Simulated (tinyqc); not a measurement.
# Lossy interposer transmission line with skin effect: effect of the load resistance

A uniform line in a homogeneous dielectric: c = sqrt(er)/(c0 Z0), l = Z0 sqrt(er)/c0 (c0 = 299792458 m/s), g = w c td, w = 2 pi f. The resistance joins its limits as r = sqrt(r_dc^2 + r_hf^2), with r_dc = rho/(wd th), r_hf = kr rho/(2 delta (wd + th)), delta = sqrt(rho/(pi f mu0)), mu0 = 4 pi 1e-7 H/m; this is an interpolation, and internal inductance, up to 0.05 nH/mm at low frequency, is neglected.

gamma = sqrt((r + i w l)(g + i w c)) = alpha + i beta, Zc = sqrt((r + i w l)/(g + i w c)), roots with positive real part; loss 8.685889638 alpha in dB; phase velocity w/beta. ZL = 1/(1/RL + i w CL); reflection (ZL - Zc)/(ZL + Zc); Zin = Zc (ZL + Zc tanh(gamma len))/(Zc + ZL tanh(gamma len)); H = V_load/V_source = [Zin/(Zin + Rg)]/[cosh(gamma len) + (Zc/ZL) sinh(gamma len)].

Parameters, values chosen for the exercise:
- wd = 9.2 um (width of the strip)
- th = 1.7 um (thickness of the strip)
- rho = 1.8 uohm cm (resistivity)
- er = 2.7 (relative permittivity)
- td = 0.01 (loss tangent)
- Z0 = 35 ohm (lossless impedance sqrt(l/c))
- kr = 1.2 (factor for crowding and the return path)
- len = 3.4 mm (length)
- Rg = 50 ohm (source resistance)
- CL = 20 fF (load capacitance)
- f = 19 GHz (frequency)

The same in every row: r (ohm/mm) = 2.327; r/(w l) = 0.1016; loss (dB/mm) = 0.3168; |Zc| (ohm) = 35.09; phase velocity over c0 = 0.6079; length in wavelengths = 0.3544.

Effect of the load resistance:

| RL (ohm) | \|H\| (dB) |
|---|---|
| 10 | -15.61 |
| 25 | -10.29 |
| 50 | -7.426 |
| 75 | -6.215 |
| 150 | -4.810 |
| 500 | -3.673 |
| 10000 | -3.164 |

What does the table show?

As RL goes from 10 to 10000, the loss stays at 0.317 dB/mm, |Zc| stays at 35.1 ohm and |H| goes from -15.6 to -3.16 dB, with its highest value among the rows, -3.16 dB, at RL = 10000.

Numbers from tinyqc (`OMP_NUM_THREADS=1 python tinyqc.py 2810113 2810114 out.jsonl`; about 0.01 s on one thread of a shared Intel Xeon 2.30GHz).
